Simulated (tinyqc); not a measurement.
Inside a calculation. Method: geometry optimisation on the unrestricted B3LYP (VWN-RPA form)/6-311g surface (energies and gradients from PySCF), for H2, spin multiplicity 3. Computed by tinyqc, a small Python program that keeps every step (integrals from PySCF). Settings: charge = 0, multiplicity = 3, basis = 6-311g, functional = b3lyp, optimiser = sd, first Hessian = 0.6, largest step = 0.3, iteration cap = 30. Command: `OMP_NUM_THREADS=1 python tinyqc.py 23298 23299 out.jsonl` (the two numbers bound the seeds that draw the settings). One thread of a shared host (Intel(R) Xeon(R) Processor @ 2.60GHz), about 8 s of CPU time with the checks.

## Step 1: energy and gradient

positions at the start (bohr):
```
           x         y         z
1H  0.000000  0.000000  0.000000
2H  0.000000  0.000000  1.239660
```

Self-consistent energy and analytic gradient at these positions.

energy = -0.73049755 hartree

gradient (hartree/bohr):
```
             x           y            z
1H  0.00000000  0.00000000   0.37119489
2H  0.00000000  0.00000000  -0.37119489
```

## Step 1: move

Steepest descent, p = -g / 0.6; steps longer than 0.3 bohr are cut back (factor 0.343 here).

positions after step 1 (bohr):
```
           x         y          z
1H  0.000000  0.000000  -0.212132
2H  0.000000  0.000000   1.451792
```

## Step 2: energy and gradient

As before.

energy = -0.84389968 hartree

gradient (hartree/bohr):
```
             x           y            z
1H  0.00000000  0.00000000   0.19379813
2H  0.00000000  0.00000000  -0.19379813
```

## Step 2: move

Steepest descent, p = -g / 0.6; steps longer than 0.3 bohr are cut back (factor 0.657 here).

positions after step 2 (bohr):
```
           x         y          z
1H  0.000000  0.000000  -0.424264
2H  0.000000  0.000000   1.663924
```

## Convergence

Stop when the largest gradient component is below 3e-5 hartree/bohr.

Course of the optimisation:

| step | E (hartree) | largest gradient (hartree/bohr) |
|---|---|---|
| 1 | -0.73049755 | 3.71e-01 |
| 2 | -0.84389968 | 1.94e-01 |
| 3 | -0.90799134 | 1.16e-01 |
| 4 | -0.94420777 | 7.39e-02 |
| 5 | -0.96000709 | 5.52e-02 |
| 6 | -0.96911617 | 4.42e-02 |
| 7 | -0.97508709 | 3.70e-02 |
| 8 | -0.97931616 | 3.18e-02 |
| 9 | -0.98247316 | 2.79e-02 |
| 10 | -0.98492172 | 2.48e-02 |
| 11 | -0.98687689 | 2.24e-02 |
| 12 | -0.98847435 | 2.04e-02 |
| 13 | -0.98980415 | 1.87e-02 |
| 14 | -0.99092837 | 1.73e-02 |
| 15 | -0.99189124 | 1.61e-02 |
| 16 | -0.99272512 | 1.50e-02 |
| 17 | -0.99345423 | 1.41e-02 |
| 18 | -0.99409711 | 1.33e-02 |
| 19 | -0.99466815 | 1.25e-02 |
| 20 | -0.99517874 | 1.19e-02 |
| 21 | -0.99563795 | 1.13e-02 |
| 22 | -0.99605316 | 1.08e-02 |
| 23 | -0.99643037 | 1.03e-02 |
| 24 | -0.99677455 | 9.83e-03 |
| 25 | -0.99708984 | 9.42e-03 |
| 26 | -0.99737970 | 9.04e-03 |
| 27 | -0.99764708 | 8.70e-03 |
| 28 | -0.99789448 | 8.38e-03 |
| 29 | -0.99812406 | 8.08e-03 |
| 30 | -0.99833765 | 7.80e-03 |

Distances after the last move, whose energy is not in the table (angstrom):

| pair | distance |
|---|---|
| 2H-1H | 2.280414 |

Not converged within 30 steps: the energy falls at every step, but slowly. Reruns: method bfgs, first Hessian 0.6, largest step 0.3: converged in 20 (E = -1.00429).
